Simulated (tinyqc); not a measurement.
Donor near an oxide interface in a gate field (two-state model): sweeps and comparisons. A value that a table varies takes the place of the one given here.

Interface at z = 0 (hard wall), donor at z = d, field F pulling electrons to the interface: potential e F z; 1 kV/cm = 1e-5 eV/angstrom, c = hbar^2/2m0, q = e^2/(4 pi eps0), Q = (eps - eo)/(eps + eo). Donor state: E_D = e F d - ED - q Q/(4 eps d), the last term joining the images of ion and electron. Interface state: z exp(-b z/2) exp(-rho^2/(2 L^2)) with E_z = c b^2/(4 mz) + 3 e F/b + q Q b/(8 eps), minimised over b; in the plane at z = 3/b the ion (distance D = d - 3/b) and its image (D' = d + 3/b) give E_rho = c/(mt L^2) - (q/eps)(sqrt(pi)/L)[erfcx(D/L) + Q erfcx(D'/L)], erfcx(x) = exp(x^2) erfc(x), minimised over L. E_I = E_z + E_rho.

The two states couple by t = t0 exp(-D/aD) with t0 = q/(eps aD) (2 aD/L) sqrt(aD b/2) v, v a valley factor; this form is an estimate. With detuning u = E_D - E_I the splitting is sqrt(u^2 + 4 t^2) and the lower state has weight (1 - u/sqrt(u^2 + 4 t^2))/2 on the donor.

Constants: hbar^2/2m0 = 3.80998211 eV angstrom^2; e^2/(4 pi eps0) = 14.39964547 eV angstrom.

Inputs chosen for the exercise (near those of a donor in Si below HfO2, static dielectric constants; not measured data):
- d = 150 angstrom (depth of the donor)
- ED = 43.1 meV (bulk binding energy)
- mz = 0.93 m0 (mass across the interface)
- mt = 0.192 m0 (mass in the plane)
- eps = 11.4 (dielectric constant of the semiconductor)
- eo = 22 (dielectric constant of the oxide)
- aD = 17.4 angstrom (donor radius)
- v = 0.39 (valley factor)
- Fl = (35.312, 35.387, 35.417, 35.432, 35.447, 35.477, 35.552) kV/cm (fields)
- dl = (60, 80, 105, 135, 170, 215, 270) angstrom (depths)

## Sweeping the field

Both levels, the splitting, the donor weight and the mean depth w d + (1 - w) 3/b.

Results:
```
F (kV/cm)  E_D (meV)  E_I (meV)  splitting (meV)  donor weight  mean depth (angstrom)
35.312        10.536     10.674            0.139         0.996                  149.5
35.387        10.649     10.700           0.0547         0.974                  146.9
35.417        10.694     10.711           0.0246         0.852                  132.8
35.432        10.716     10.716           0.0175         0.503                   92.1
35.447        10.739     10.721           0.0245         0.150                   51.0
35.477        10.784     10.732           0.0545         0.026                   36.6
35.552        10.896     10.758            0.139         0.004                   34.0
```

E_D rises by 1.50 and E_I by 0.35 meV per kV/cm, so they cross once, near 35.4 kV/cm, where the splitting is 2t = 0.0175 meV. The donor weight passes from 0.85 to 0.15 while the detuning goes from -2t to 2t, a window of 0.03 kV/cm or 0.086 % of the field; across the table the charge moves by 116 angstrom.

## Depth of the donor

Critical field, and the coupling, E_rho and L at that field.

Results:
```
d (angstrom)  critical field (kV/cm)  e F d/ED  t (meV)  E_rho (meV)  L (angstrom)
60                             109.8     1.529      2.1       -11.63            63
80                              75.5     1.402     0.59        -8.89            78
105                             54.0     1.316     0.13        -6.87            95
135                             40.1     1.255    0.021        -5.40           114
170                             30.7     1.210   0.0027        -4.33           135
215                             23.5     1.173  0.00019        -3.45           161
270                             18.2     1.143  7.9e-06        -2.77           190
```

The critical field falls from 110 to 18 kV/cm, with exponent -1.19 in d, while t drops by a factor 2.6e+05, about e for each 17 angstrom at the end (aD = 17.4). One lattice plane (1.36 angstrom) of misplacement changes t by 8 % and the critical field by about 1.6 % at 105 angstrom.

## What each parameter does

Critical field (E_D = E_I), and t and L there. Each row changes one parameter from the base and keeps the others.

Results:
```
case                critical field (kV/cm)  t (meV)  L (angstrom)
base                                  35.4  0.00874         123.3
d = 165 angstrom                      31.7  0.00361         132.3
ED = 49.1 meV                         40.6  0.00819         124.4
aD = 19.1 angstrom                    35.4   0.0166         123.3
mz = 0.79 m0                          36.5  0.00964         121.6
mt = 0.221 m0                         35.3  0.00928         116.3
eo = 33                               34.0  0.00774         130.2
eps = 12.1                            36.2  0.00820         125.4
```

The largest shifts from the base row, up to three for each result and ties (the steps differ in size, so this ranks the rows, not the parameters). critical field (kV/cm): ED +5.2, d -3.7, eo -1.5; unchanged at the printed digits by aD. t (meV): aD +0.00788, d -0.00514, eo -0.00101. L (angstrom): d +9.0, mt -7.0, eo +6.9; unchanged at the printed digits by aD.

Program tinyqc; command `OMP_NUM_THREADS=1 python tinyqc.py 1280370 1280371 out.jsonl`; about 0.08 s on one thread of a shared Intel(R) Xeon(R) Processor @ 2.30GHz.
